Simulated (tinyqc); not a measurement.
Stress along the channel: six-band hole subbands of a thin body in a field.

Basis X, Y, Z times spin, hole energies counted downwards from the unstrained edge (the hydrostatic shift is left out), c = hbar^2/2m0. For a symmetric tensor T let C(T) have C_XX = L Txx + M (Tyy + Tzz), C_XY = N Txy (cyclic), L = c (g1 + 4 g2), M = c (g1 - 2 g2), N = 6 c g3. k = q + kz n, n the unit normal, q = k1 u + k2 v with u along the channel [1-10] and v = n x u. H = C(k k^T) + (Dso/3)(1 - L.sigma) - B + e F z with (L_k)_ij = -i epsilon_kij; B is the block C built from the traceless strain with 2b, -b and sqrt(3) d in place of L, M, N. Strain: exx = eyy = (s11 + s12) sx/2, ezz = s12 sx, exy = -s44 sx/4. Hard walls at z = 0 and t; basis sin(j pi z/t), j = 1 to Nz: kz^2 = (j pi/t)^2, kz = -i D with D_jl = 4 j l/(t (j^2 - l^2)), z_jj = t/2 and z_jl = -8 t j l/(pi (j^2 - l^2))^2 for j + l odd; 1 MV/cm = 0.01 eV/angstrom.

Nz = 14. E1 is the top subband at q = 0, gap the distance to the next pair, and the masses are c q^2/(E(q) - E1) at |q| = 0.02 1/angstrom (mean of the spin pair) along the channel [1-10] and across it in the plane; a dash marks a band that does not rise.

Constants: hbar^2/2m0 = 3.80998211 eV angstrom^2.

Inputs chosen for the exercise (near those of a p-type Si channel; shifted at random, so the results belong to these values and not to a real crystal):

| symbol | value | unit | meaning |
|---|---|---|---|
| g1 | 4.28 |  | Luttinger gamma1 |
| g2 | 0.34 |  | gamma2 |
| g3 | 1.45 |  | gamma3 |
| Dso | 0.044 | eV | spin-orbit splitting |
| b | -2.1 | eV | tetragonal potential |
| d | -4.88 | eV | trigonal potential |
| S | (7.76, -2.17, 12.65) | 1/TPa | compliances s11, s12, s44 |
| face | 001 |  | surface |
| t | 90 | angstrom | body thickness |
| F | 0.2 | MV/cm | field across the body |

Each row has its own sx.

Results:

| sx (GPa) | E1 (meV) | gap (meV) | m channel | m across |
|---|---|---|---|---|
| -3.0 | -10.1 | 71.2 | 0.135 | 3.082 |
| -2.0 | 26.1 | 71.3 | 0.142 | 2.709 |
| -1.0 | 61.2 | 51.6 | 0.160 | 1.963 |
| -0.5 | 77.2 | 27.1 | 0.188 | 1.334 |
| 0.0 | 88.9 | 8.9 | 0.471 | 0.471 |
| 0.5 | 85.1 | 14.9 | 2.655 | 0.237 |
| 1.0 | 76.8 | 21.5 | 2.125 | 0.266 |

Under 2 GPa of compression the channel mass goes from 0.471 to 0.142 m0, the mass across from 0.471 to 2.709; the gap to the next subband is 71, 9 and 21 meV at -2, 0 and +1 GPa. The lightest channel mass of the table, 0.135 m0, is at -3.0 GPa.

(tinyqc, `OMP_NUM_THREADS=1 python tinyqc.py 1250164 1250165 out.jsonl`, Intel(R) Xeon(R) Processor @ 2.30GHz, 1 thread, shared host, about 0.9 s.)
